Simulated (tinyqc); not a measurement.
Inside a calculation. Method: Ewald sum of point charges, fluorite lattice. Computed by tinyqc, a small Python program that keeps every step. Command: `OMP_NUM_THREADS=1 python tinyqc.py 23379 23380 out.jsonl` (the two numbers bound the seeds that draw the settings). One thread of a shared host (Intel(R) Xeon(R) Processor @ 2.60GHz), about 0.05 s of CPU time with the checks.

## Ewald sum with eta = 0.352 1/bohr

cell vectors (rows) (bohr):
```
          1         2         3
1  0.000000  4.450000  4.450000
2  4.450000  0.000000  4.450000
3  4.450000  4.450000  0.000000
```

Charges:
```
q                f1        f2        f3
4.000000   0.000000  0.000000  0.000000
-2.000000  0.250000  0.250000  0.250000
-2.000000  0.750000  0.750000  0.750000
```

Real space: 1/2 sum q_i q_j erfc(eta r)/r over all images with r > 0; reciprocal space: (2 pi/V) sum_(G != 0) exp(-G^2/4 eta^2)/G^2 |S(G)|^2 with S(G) = sum q exp(i G.r); self term -eta/sqrt(pi) sum q^2; background -pi Q^2/(2 V eta^2), Q the total charge.

Real-space shells (first ones):
```
r (bohr)   pairs  sum (hartree)
3.853813      16      -0.914298
4.450000      12       0.144241
6.293250      36       0.039619
7.379490      48      -0.006224
7.707626      16       0.000517
8.900000      18       0.000076
9.698550      48      -0.000027
9.950503      48       0.000007
10.900229     72       1.52e-06
11.561439     64      -1.91e-07
12.586501     36       4.25e-09
13.163278     96      -1.65e-09
```

Reciprocal shells (first ones that count):
```
G^2 (1/bohr^2)  vectors  sum (hartree)
1.495206              8       0.149407
1.993608              6       0.122975
5.482421             24       0.000039
5.980823              8       0.000018
9.469637             24       7.28e-09
9.968039             24       1.01e-08
```

## The total does not depend on eta

The same sums for other eta.

Totals (hartree per cell):
```
eta            real  reciprocal       self  background        total
0.352000  -0.736087    0.272439  -4.766274    0.000000  -5.22992145
0.526000  -0.063777    1.956185  -7.122329    0.000000  -5.22992145
0.717000  -0.001513    4.480166  -9.708574    0.000000  -5.22992145
```

shortest distance = 3.853813 bohr

Madelung constant -E d / (formula units |q+ q-|) = 2.519392
